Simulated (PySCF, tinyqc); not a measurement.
CIS and TDHF on RHF in the sto-3g basis, for H4, spin multiplicity 1, step by step. The lowest restricted solution is unstable here: a spin-polarised one lies 0.1570 hartree lower (PySCF). One step of it, computed by the program tinyqc.

Problem. CIS matrix, triplets. A(ia,jb) = (e_a - e_i) d_ij d_ab - (ij|ab).

orbital energies (hartree): MO1 -0.543339, MO2 -0.206885, MO3 0.152663, MO4 0.518360

Two-electron integrals over orbitals (pq|rs), unique and non-zero (hartree):
```
(11|11) 0.466904   (21|21) 0.135791   (22|11) 0.458614   (22|22) 0.466252
(31|31) 0.134684   (32|32) 0.089379   (33|11) 0.458408   (33|22) 0.454192
(33|33) 0.466018   (41|32) 0.087383   (41|41) 0.085474   (42|31) 0.137401
(42|42) 0.150448   (43|21) 0.138417   (43|43) 0.151602   (44|11) 0.462453
(44|22) 0.470761   (44|33) 0.470780   (44|44) 0.488018
```

Give: CIS matrix A, triplet.

Solution.

CIS matrix A, triplet (hartree):
```
         1>3      1>4      2>3      2>4
1>3   0.2376   0.0000   0.0000  -0.1384
1>4   0.0000   0.5992  -0.1384   0.0000
2>3   0.0000  -0.1384  -0.0946   0.0000
2>4  -0.1384   0.0000   0.0000   0.2545
```
